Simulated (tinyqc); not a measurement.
## Junction parameters from two forward currents

Question. D(v) = J1 (exp(v/Vt) - 1) + J2 (exp(v/(2 Vt)) - 1). Find J1, J2 and the voltage 2 Vt ln(J2/J1) near which both parts are equal.

Parameters, values chosen for the exercise:
```
symbol,value,unit,meaning
T,358,K,temperature
```

Constants: q = 1.602176634e-19 C, kB = 1.380649e-23 J/K, Vt = kB T/q. Results are converted to the units shown.

junction voltages (V): [0.32, 0.62]
currents (uA/um): [7.5771346e-7, 2.7891140e-4]

Solution. The current is linear in J1 and J2, so two points give two equations.

J1 = 3.40e-13 uA/um
J2 = 4.20e-9 uA/um
crossover = 0.581 V

Computed by the program tinyqc: `OMP_NUM_THREADS=1 python tinyqc.py 2182027 2182028 out.jsonl`, one thread of a shared Intel Xeon 2.30GHz, about 0.2 s for the whole run.
